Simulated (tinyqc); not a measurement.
CMOS inverter, nodal equation and switching: one step of the calculation.

An n-channel pull-down (bn, VTn) and a p-channel pull-up (bp, VTp) share the input Vin and the output node Vout, which carries the load C. Transistor (EKV form, voltages against the body): I = 2 n b Vt^2 [F(vp - Vs) - F(vp - Vd)] from drain to source, F(v) = ln^2(1 + exp(v/(2 Vt))), vp = (Vg - VT + sg |Vd - Vs|)/n. n-channel bodies are at 0; for the p-channel device all voltages are counted down from Vdd. b in uA/V^2 gives I in uA. Static: In = Ip. Transient: C dVout/dt = Ip - In. No velocity saturation, no gate capacitance beyond C.

Question. Transfer curve. For each Vin solve In = Ip; gain = dVout/dVin.

Inputs (values chosen for the exercise):
```
symbol  value    unit                                  meaning
T         300       K                              temperature
Vdd       0.8       V                           supply voltage
n        1.11                                     slope factor
sg      0.102                   drain-induced barrier lowering
VTn      0.42       V                      n-channel threshold
VTp      0.34       V          p-channel threshold (magnitude)
bn        230  uA/V^2  gain factor of the pull-down transistor
bp        300  uA/V^2    gain factor of the pull-up transistor
Vin      0.46       V                            input voltage
```

Constants: q = 1.602176634e-19 C, kB = 1.380649e-23 J/K, Vt = kB T/q. Results are converted to the units shown.

```
point,Vin (V)
0,0
1,0.08
2,0.16
3,0.24
4,0.32
5,0.4
6,0.48
7,0.56
8,0.64
9,0.72
10,0.8
```

Give: Vout; supply current; gain.

Answer.

```
point,Vout (V),supply current (uA),gain
0,0.8000,2.573e-6,0.000
1,0.8000,4.145e-5,0.000
2,0.8000,6.517e-4,0.000
3,0.7999,0.009348,-0.005
4,0.7975,0.1009,-0.089
5,0.7541,0.5831,-2.071
6,0.0973,0.6860,-5.717
7,0.0043,0.1309,-0.151
8,0.0002,0.01219,-0.009
9,0.0000,8.500e-4,0.000
10,0.0000,5.407e-5,0.000
```

The switching point Vin = Vout lies at 0.4426 V, with a gain of -9.80.

tinyqc, about 0.03 s, one thread, Intel Xeon 2.30GHz (shared host): `OMP_NUM_THREADS=1 python tinyqc.py 2340083 2340084 out.jsonl`
